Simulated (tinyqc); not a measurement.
## Read current of a NAND string, cells in series solved by shooting: read current against the number of cells

Cells in series, numbered from 0 at the source line (0 V) to the bit line, each followed by a gap resistance Rg. A cell with gate Vg, threshold VT, source Vs and drain Vd passes I = 2 nf K Vt^2 [F(Vs) - F(Vd)]/(1 + th max(Vg - VT, 0)), F(V) = ln^2(1 + exp((Vg - VT - nf V)/(2 nf Vt))). The selected cell has Vg = Vr, the others Vg = Vp.

For a trial current I start at 0 V and, cell by cell, solve for the drain: sqrt(F(Vd)) = sqrt(F(Vs) - I/k), k = 2 nf K Vt^2/(1 + th max(Vg - VT, 0)), Vd = [Vg - VT - 2 nf Vt ln(exp(sqrt F) - 1)]/nf, then add I Rg. The string current is the I for which the last node reaches Vbl. The apparent threshold is the Vr at which I = Is. Background: all other cells erased (VT = Ve) or all in the highest state (VT = Vh); ratio and shift are high over erased and high minus erased. The selected cell is in the middle, cell n/2.

Parameters, values chosen for the exercise; values of the order met in vertical NAND strings:
- T = 358 K (temperature)
- K = 4.6 uA/V^2 (gain factor of a cell)
- nf = 1.5 (slope factor)
- th = 0.09 1/V (mobility reduction factor)
- Rg = 5.4 kohm (resistance of the gap between cells)
- Vbl = 0.5 V (bit-line voltage)
- Vp = 7.7 V (pass voltage)
- Ve = -2 V (threshold of an erased cell)
- Vh = 4.5 V (threshold of the highest state)
- Vx = 2.7 V (threshold of the selected cell)
- Is = 10 nA (sensing current)
- Vr = 4.06 V (read voltage on the selected word line)

Constants: q = 1.602176634e-19 C, kB = 1.380649e-23 J/K, Vt = kB T/q. Results are converted to the units shown.

Read current against the number of cells:
columns A: n; B: I, others erased (uA); C: I, others high (uA); D: ratio; E: apparent VT, erased (V); F: apparent VT, high (V); G: background shift (mV)
```
A          B        C       D      E      F      G
8     0.8313   0.5066  0.6094  2.734  2.736  2.753
16    0.5044   0.2747  0.5446  2.737  2.742  5.514
32    0.2817   0.1432  0.5083  2.742  2.753  11.06
64    0.1495  0.07314  0.4892  2.754  2.776  22.26
96    0.1018  0.04911  0.4826  2.765  2.799  33.60
128  0.07712  0.03696  0.4793  2.777  2.822  45.09
192  0.05196  0.02473  0.4760  2.800  2.868  68.52
```

Read the table: what changes, and by how much?

With erased neighbours the current falls from 0.831 to 0.0520 uA, as n^(-0.72) between the first two rows and n^(-0.97) between the last two (-1 once the series resistance rules). The ratio falls from 0.609 to 0.476 and the background shift rises from 2.75 to 68.5 mV.

Program tinyqc, `OMP_NUM_THREADS=1 python tinyqc.py 2142064 2142065 out.jsonl`; Intel Xeon 2.30GHz, shared host, one thread, about 0.7 s.
